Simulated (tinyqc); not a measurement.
# Short-channel transistor, virtual-source model with series resistance: effect of the channel length on the on and off currents

The current per gate width is the charge at the top of the source barrier (the virtual source) times its velocity times a saturation function; al and be are fitting constants of the model. Units: I in uA/um, Rs in ohm um, so I Rs = 1e-6 I Rs in volts; Q in uC/cm^2, so I = 1e-4 Q vx0 Fsat with vx0 in cm/s.

Intrinsic voltages Vg' = Vgs - I Rs, Vd' = Vds - 2 I Rs. n = n0 + nd Vd', VT = VT0 - dl Vd', Ff = 1/(1 + exp((Vg' - VT + al Vt/2)/(al Vt))), Q = Cinv n Vt ln(1 + exp((Vg' - VT + al Vt Ff)/(n Vt))), Vdsat = (vx0 L/mu)(1 - Ff) + Vt Ff, Fsat = u/(1 + u^be)^(1/be) with u = Vd'/Vdsat, and I = Q vx0 Fsat per width. I is solved self-consistently. Ion is I at Vgs = Vds = 1 V, Ioff at Vgs = 0, Vds = 1 V, and Rlin = Vds/I at Vgs = 1 V, Vds = 0.05 V. mu, vx0, VT0, dl and n0 are held fixed.

Parameters, values chosen for the exercise:

| symbol | value | unit | meaning |
|---|---|---|---|
| T | 325 | K | temperature |
| Cinv | 3.75 | uF/cm^2 | inversion capacitance |
| vx0 | 1.64e7 | cm/s | velocity at the virtual source |
| mu | 230 | cm^2/(V s) | apparent mobility |
| VT0 | 0.318 | V | threshold at zero drain voltage |
| dl | 0.038 | V/V | drain-induced barrier lowering |
| n0 | 1.48 |  | subthreshold factor |
| nd | 0.2 | 1/V | growth of n with drain voltage |
| al | 3.5 |  | threshold shift (in units of Vt) from weak to strong inversion |
| be | 1.6 |  | sharpness of saturation |
| Rs | 90 | ohm um | series resistance of each contact |

Constants: q = 1.602176634e-19 C, kB = 1.380649e-23 J/K, Vt = kB T/q. Results are converted to the units shown.

Results:

| L (nm) | Ion (uA/um) | Ioff (nA/um) | log10(Ion/Ioff) | Rlin (ohm um) |
|---|---|---|---|---|
| 10 | 2732 | 4946 | 2.742 | 197.7 |
| 15 | 2694 | 4944 | 2.736 | 206.5 |
| 24 | 2615 | 4941 | 2.724 | 222.3 |
| 36 | 2503 | 4935 | 2.705 | 243.1 |
| 55 | 2331 | 4925 | 2.675 | 276.0 |
| 85 | 2095 | 4908 | 2.630 | 327.7 |
| 200 | 1505 | 4819 | 2.495 | 524.0 |

Estimate the missing row, L = 130 nm.

Computed row:

| L (nm) | Ion (uA/um) | Ioff (nA/um) | log10(Ion/Ioff) | Rlin (ohm um) |
|---|---|---|---|---|
| 130 | 1816 | 4876 | 2.571 | 404.7 |

With this row back in the table: As L goes from 10 to 200 nm, Ion falls from 2730 to 1500 uA/um, Ioff falls from 4950 to 4820 nA/um and Rlin rises from 198 to 524 ohm um. Ion changes by a factor of 0.551 and Ioff by 0.974. In every row the off current passes 1 uA/um, so the device is hardly off at Vgs = 0. At L = 200 nm the channel is long for this model, whose fixed vx0 belongs to short devices.

Program tinyqc, `OMP_NUM_THREADS=1 python tinyqc.py 2380142 2380143 out.jsonl`; Intel Xeon 2.30GHz, shared host, one thread, about 0.01 s.
